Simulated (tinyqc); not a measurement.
Inside a calculation. Method: Hubbard ring of 6 sites. Computed by tinyqc, a small Python program that keeps every step. Settings: hopping = 0.51, U = 2.3, mixing = 1, iteration cap = 63. Command: `OMP_NUM_THREADS=1 python tinyqc.py 28675 28676 out.jsonl` (the two numbers bound the seeds that draw the settings). One thread of a shared host (Intel(R) Xeon(R) Processor @ 2.60GHz), about 0.2 s of CPU time with the checks. Later iterations appear only in the table of the cycle.

## Mean-field iteration 1

one-body matrix (hopping and site energies) (eV):
```
         1        2        3        4        5        6
1   0.0000  -0.5100   0.0000   0.0000   0.0000  -0.5100
2  -0.5100   0.0000  -0.5100   0.0000   0.0000   0.0000
3   0.0000  -0.5100   0.0000  -0.5100   0.0000   0.0000
4   0.0000   0.0000  -0.5100   0.0000  -0.5100   0.0000
5   0.0000   0.0000   0.0000  -0.5100   0.0000  -0.5100
6  -0.5100   0.0000   0.0000   0.0000  -0.5100   0.0000
```

U = 2.3000 eV

electrons, up and down: 5  3

mixing = 1

n(up) at the start (a guess, not normalised): 1 0.8830, 2 0.7830, 3 0.8830, 4 0.7830, 5 0.8830, 6 0.7830

n(down) at the start (a guess): 1 0.4500, 2 0.5500, 3 0.4500, 4 0.5500, 5 0.4500, 6 0.5500

H(up) = T + U n(down), H(down) = T + U n(up); fill the lowest levels; n(new) = n + mixing (n(out) - n); E = tr T (rho up + rho down) + U sum n_up n_down of the output.

levels, up (eV): 0.1235  0.6272  0.6272  1.6728  1.6728  2.1765

levels, down (eV): 0.8894  1.3931  1.3931  2.4387  2.4387  2.9424

energy = 2.7041 eV

n(up) after iteration 1: 1 0.8520, 2 0.8147, 3 0.8520, 4 0.8147, 5 0.8520, 6 0.8147

n(down) after iteration 1: 1 0.4080, 2 0.5920, 3 0.4080, 4 0.5920, 5 0.4080, 6 0.5920

## Mean-field iteration 2

As before.

levels, up (eV): 0.1083  0.5978  0.5978  1.7022  1.7022  2.1917

levels, down (eV): 0.8958  1.4049  1.4049  2.4285  2.4285  2.9376

energy = 2.6994 eV

n(up) after iteration 2: 1 0.8672, 2 0.7995, 3 0.8672, 4 0.7995, 5 0.8672, 6 0.7995

n(down) after iteration 2: 1 0.4650, 2 0.5350, 3 0.4650, 4 0.5350, 5 0.4650, 6 0.5350

## Mean-field iteration 3

As before.

levels, up (eV): 0.1268  0.6337  0.6337  1.6663  1.6663  2.1732

levels, down (eV): 0.8937  1.4008  1.4008  2.4326  2.4326  2.9396

energy = 2.6964 eV

n(up) after iteration 3: 1 0.8464, 2 0.8202, 3 0.8464, 4 0.8202, 5 0.8464, 6 0.8202

n(down) after iteration 3: 1 0.4370, 2 0.5630, 3 0.4370, 4 0.5630, 5 0.4370, 6 0.5630

## Convergence

Each step fills the lowest levels of T + U n(other spin) and sets n(new) = n + mixing (n(out) - n); stop when output and input agree to 1e-8.

Course of the cycle:
```
iteration    E (eV)  largest |n(out) - n(in)|  mean |n_up - n_down|
1          2.704121                  4.20e-02                0.3333
2          2.699420                  5.70e-02                0.3333
3          2.696407                  2.80e-02                0.3333
4          2.694405                  3.84e-02                0.3333
5          2.693055                  1.92e-02                0.3333
6          2.692129                  2.65e-02                0.3333
7          2.691491                  1.34e-02                0.3333
8          2.691046                  1.85e-02                0.3333
9          2.690735                  9.41e-03                0.3333
10         2.690518                  1.30e-02                0.3333
11         2.690365                  6.62e-03                0.3333
...             ...                       ...                   ...
53         2.690000                  4.43e-06                0.3333
54         2.690000                  6.14e-06                0.3333
55         2.690000                  3.13e-06                0.3333
56         2.690000                  4.33e-06                0.3333
57         2.690000                  2.21e-06                0.3333
58         2.690000                  3.06e-06                0.3333
59         2.690000                  1.56e-06                0.3333
60         2.690000                  2.16e-06                0.3333
61         2.690000                  1.10e-06                0.3333
62         2.690000                  1.53e-06                0.3333
63         2.690000                  7.79e-07                0.3333
```

Not converged within 63 iterations: the residual falls in a zigzag, on average by a factor of about 0.84 a step. The lowest mean-field energy found from random starts is 2.65201 eV. Reruns (cap 100 unless said): mixing 0.2: not converged; mixing 0.5: not converged; mixing 0.9: converged in 92 to a higher stationary point (E = 2.69000); the original settings with a cap of 400: converged in 89 to a higher stationary point (E = 2.69000).

## Exact diagonalisation (120 states)

Lowest levels of the sector, and the double occupancy of the lowest state.

lowest levels (eV): 2.2500  2.6028  2.6028  3.0700  3.0700  3.1136

double occupancy per site = 0.3611

## The lowest level by Lanczos steps

From a random start vector (not printed): a_j = <q_j|H|q_j>, b_j = norm of the remainder after orthogonalising; the Ritz value is the lowest eigenvalue of the tridiagonal matrix of a and b so far.

Lanczos:
```
j   a_j (eV)  b_j (eV)  lowest Ritz value (eV)
1     5.0267    2.0671                5.026743
2     5.0720    1.8974                2.982197
3     6.0499    1.7442                2.431102
4     6.4251    1.7181                2.304899
5     5.8989    1.6031                2.268863
6     5.8566    1.6613                2.257177
7     5.9101    1.4215                2.252766
8     5.6078    1.8286                2.251481
9     5.9858    1.8455                2.250808
10    5.7380    1.5610                2.250363
```
